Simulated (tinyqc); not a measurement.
ESD clamp with bipolar snapback, compact model and design window: two steps of the calculation.

The drain junction multiplies the current that enters it: Igen = (M - 1)(Ic + I0), M = 1/(1 - (Vj/BV)^n). The generated holes leave through the substrate resistance and the base of the parasitic npn: Igen = Vb/Rb + Ic/be, Ic = Is exp(Vb/Vt). Terminal current I = Ic + I0 + Igen and voltage V = Vj + I Ro, per width. Isothermal, constant gain.

Parameters, values chosen for the exercise; values close to those of grounded-gate n-channel clamps: temperature T = 300 K; junction breakdown voltage BV = 9.1 V; exponent of the multiplication n = 3.2; current gain of the parasitic npn be = 8.9; saturation current Is = 3.7e-18 A/um; junction leakage I0 = 4.9e-11 A/um; substrate resistance Rb = 9500 ohm um; drain ballast and contact resistance Ro = 230 ohm um; failure current for 100 ns It2 = 6.6 mA/um.

Constants: q = 1.602176634e-19 C, kB = 1.380649e-23 J/K, Vt = kB T/q. Results are converted to the units shown.

Problem 1. The snapback curve. For given Vb: Ic, Igen, M = 1 + Igen/(Ic + I0), Vj = BV (1 - 1/M)^(1/n), I and V.

| point | Vb (V) |
|---|---|
| 0 | 0.05 |
| 1 | 0.3 |
| 2 | 0.51 |
| 3 | 0.57 |
| 4 | 0.62 |
| 5 | 0.741 |
| 6 | 0.852 |
| 7 | 0.872 |
| 8 | 0.902 |

Give: Ic; M; Vj; I; V.

Solution 1.

| point | Ic (uA/um) | M | Vj (V) | I (uA/um) | V (V) |
|---|---|---|---|---|---|
| 0 | 2.560e-11 | 1.074e5 | 9.100 | 5.263 | 9.101 |
| 1 | 4.055e-7 | 6.392e5 | 9.100 | 31.58 | 9.107 |
| 2 | 0.001367 | 3.791e4 | 9.100 | 53.69 | 9.112 |
| 3 | 0.01392 | 4295 | 9.099 | 60.02 | 9.113 |
| 4 | 0.09633 | 678.3 | 9.096 | 65.37 | 9.111 |
| 5 | 10.39 | 8.622 | 8.756 | 89.55 | 8.777 |
| 6 | 760.6 | 1.230 | 5.390 | 935.8 | 5.606 |
| 7 | 1649 | 1.168 | 4.965 | 1926 | 5.408 |
| 8 | 5262 | 1.130 | 4.634 | 5948 | 6.002 |

V peaks at Vt1 = 9.113 V and falls to Vh = 5.408 V: once the npn supplies current, a small M feeds the base. At high current M tends to 1 + 1/be and Vj to BV (1 + be)^(-1/n) = 4.445 V.

Problem 2. Base voltage at the failure current. I(Vb) = Ic (1 + 1/be) + I0 + Vb/Rb, I' = Ic (1 + 1/be)/Vt + 1/Rb; Newton steps on ln I: Vb(new) = Vb - ln(I/It2) I/I'. V follows from the introduction.

Vb after iteration 1 = 0.93556384 V

Wanted: I; V; I'; Vb after iteration 2.

Solution 2.

I = 21.54 mA/um
V = 9.455 V
I' = 829.4 mS/um
Vb after iteration 2 = 0.9049 V

Numbers from tinyqc (`OMP_NUM_THREADS=1 python tinyqc.py 2670025 2670026 out.jsonl`; about 0.01 s on one thread of a shared Intel Xeon 2.30GHz).
